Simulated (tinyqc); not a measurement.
Shockley state of an s-p chain by decimation: sweeps and comparisons. A value that a table varies takes the place of the one given here.

Each site has s at -d/2 and p at +d/2: H0 = diag(-d/2, d/2). The block to the next site on the right is H1 = [[-ts, u], [-u, tp]] (rows s, p of site n; columns s, p of site n + 1). Bulk: H(k) = [[-d/2 - 2 ts cos k, 2i u sin k], [-2i u sin k, d/2 + 2 tp cos k]]. The bands are inverted at k = pi if d < 2 (ts + tp).

Decimation (Sancho-Rubio) at z = E + i eta: start with es = e = H0, A = H1, B = H1^T. Each round forms g = (z - e)^-1 and sets es += A g B, e += A g B + B g A, A = A g A, B = B g B, doubling the length covered. Stop when all |A| < 1e-10. Surface G = (z - es)^-1, bulk G = (z - e)^-1; densities -Im tr G/pi.

Values chosen for the exercise: d = 4.19 eV (Ep - Es); ts = 1.16 eV (s-s hopping); tp = 1.79 eV (p-p hopping); u = 0.52 eV (s-p hopping); eta = 0.02 eV (broadening); E1 = -1.37 eV (first energy); dE = 0.172 eV (step); E = -0.21 eV (energy).

## Surface against bulk across the gap

Eleven energies E1 + j dE.

Densities (1/eV):

| E (eV) | surface | bulk |
|---|---|---|
| -1.370 | 0.2801 | 0.7513 |
| -1.198 | 0.1267 | 1.1622 |
| -1.026 | 0.0173 | 0.0448 |
| -0.854 | 0.0201 | 0.0159 |
| -0.682 | 0.0482 | 0.0101 |
| -0.510 | 0.5729 | 0.0088 |
| -0.338 | 0.2022 | 0.0103 |
| -0.166 | 0.0349 | 0.0171 |
| 0.006 | 0.0188 | 0.0556 |
| 0.178 | 0.1074 | 1.7834 |
| 0.350 | 0.1362 | 0.2658 |

edges of the bulk gap (201 k points) (eV): -1.1704  0.1485

Inside the gap the bulk density is only the tail of the broadening, at least 0.0088. The surface density peaks at -0.510 eV among these rows (0.573); a chain of 60 sites puts the surface level at -0.4474 eV.

## Through the band inversion

d = f 2 (ts + tp). Gap edges from 201 k points; levels in the gap from an open chain of 60 sites (their mean, and the weight on the two end sites summed over them, divided by their number); a dash: none.

Against d:

| f | d (eV) | top of lower band (eV) | bottom of upper band (eV) | levels in the gap | mean level (eV) | end weight |
|---|---|---|---|---|---|---|
| 0.10 | 0.590 | -1.0788 | 0.9348 | 2 | -0.0630 | 0.772 |
| 0.30 | 1.770 | -1.1750 | 0.7433 | 2 | -0.1890 | 0.709 |
| 0.50 | 2.950 | -1.2156 | 0.4963 | 2 | -0.3150 | 0.585 |
| 0.70 | 4.130 | -1.1756 | 0.1685 | 2 | -0.4410 | 0.398 |
| 0.85 | 5.015 | -1.0351 | -0.1875 | 2 | -0.5355 | 0.216 |
| 1.15 | 6.785 | -1.0725 | -0.1875 | 0 | - | - |
| 1.30 | 7.670 | -1.5150 | 0.2550 | 0 | - | - |
| 1.60 | 9.440 | -2.4000 | 1.1400 | 0 | - | - |

Levels in the gap appear for f = 0.1, 0.3, 0.5, 0.7 and 0.85 and for none of the other rows; the gap closes at f = 1. The level lies at -0.0630 eV for f = 0.1 and -0.5355 eV for f = 0.85, on the line E = d (ts - tp)/(2 (ts + tp)), and its end weight goes from 0.77 to 0.22: no shift of the surface potential is needed, the inversion alone binds it.

## What each parameter does

Gap edges from 201 k points between 0 and pi, and the surface density at E by decimation. Each row changes one parameter from the base and keeps the others.

Results:

| case | top of lower band (eV) | bottom of upper band (eV) | surface density (1/eV) |
|---|---|---|---|
| base | -1.1704 | 0.1485 | 0.0471 |
| d = 4.609 eV | -1.1195 | -0.0045 | 0.0291 |
| ts = 1.276 eV | -1.1003 | 0.3065 | 0.1302 |
| tp = 1.969 eV | -1.3134 | 0.0956 | 0.0281 |
| u = 0.572 eV | -1.2361 | 0.1829 | 0.0486 |
| eta = 0.04 eV | -1.1704 | 0.1485 | 0.0923 |

The largest shifts from the base row, up to three for each result and ties (the steps differ in size, so this ranks the rows, not the parameters). top of lower band (eV): tp -0.1430, ts +0.0701, u -0.0657; unchanged at the printed digits by eta. bottom of upper band (eV): ts +0.1580, d -0.1530, tp -0.0529; unchanged at the printed digits by eta. surface density (1/eV): ts +0.0832, eta +0.0452, tp -0.0189. The base chain is inverted, so a surface state lies in the gap; E lies in the gap.

tinyqc: `OMP_NUM_THREADS=1 python tinyqc.py 1451626 1451627 out.jsonl`; about 0.2 s, one thread, shared Intel(R) Xeon(R) Processor @ 2.30GHz.
